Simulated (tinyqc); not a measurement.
Surface photovoltage measurement of the minority-carrier diffusion length in a wafer: one step, computed by the program tinyqc. Command: `OMP_NUM_THREADS=1 python tinyqc.py 3130280 3130281 out.jsonl spv walk`. One thread of a shared host (Intel(R) Xeon(R) Processor @ 2.30GHz), about 0.01 s of CPU time with the checks.

Low injection, steady light, a depletion layer much thinner than 1/alpha and L. The excess density dn is taken at the front edge of the neutral region; light that reaches the back is lost.

Question. The linear plot. alpha = (84.732/lambda - 76.417)^2 per cm with lambda in micrometre (an empirical fit for silicon between 0.7 and 1.05 micrometre). Thick wafer: dn = Phi L/((S_f + D/L)(L + 1/alpha)). Finite wafer, with s = S_b L/D, w = W/L, a = alpha L: dn = [Phi a/(a^2 - 1)] [a - B - exp(-alpha W)(a - s)/(cosh w + s sinh w)]/(S_f + B D/L), B = (sinh w + s cosh w)/(cosh w + s sinh w). Readings y = (Phi/dn) (1 + noise x g) at 780, 830, 880, 920, 950, 975 and 995 nm; a least-squares line y = c (1/alpha + L_app) gives L_app = intercept/slope.

Inputs (values chosen for the exercise, modelled on p-type silicon at room temperature): diffusion length L = 37 micrometre; wafer thickness W = 775 micrometre; diffusivity D = 32.4 cm^2/s; front recombination velocity S_f = 200 cm/s; back recombination velocity S_b = 850000 cm/s; photon flux entering = 2.3e+11 1/(cm^2 s); relative noise of each reading = 0.2 %.

normal deviates g for the noise: [-0.21, -0.20, 1.30, 0.21, -1.13, -1.02, 0.56]

Give: the table «Readings» with the columns 1/alpha (micrometre), y (cm/s), line (cm/s), for lambda (nm) = 780, 830, 880, 920, 950, 975, 995; slope; apparent length L_app; error of L_app (rounded to 0.001).

Answer.

Readings:
```
lambda (nm)  1/alpha (micrometre)  y (cm/s)  line (cm/s)
780                           9.6     11285        11285
830                          15.2     12625        12626
880                          25.3     15128        15084
920                          40.7     18807        18794
950                          61.3     23737        23786
975                          90.9     30902        30960
995                         130.9     40687        40636
```

slope = 242.1 cm/(s micrometre)

apparent length L_app = 36.98 micrometre

error of L_app (rounded to 0.001) = -0.049 %

At W/L = 20.9 the finite thickness shifts L_app by less than 0.05 %. S_f scales all readings alike and leaves L_app unchanged.
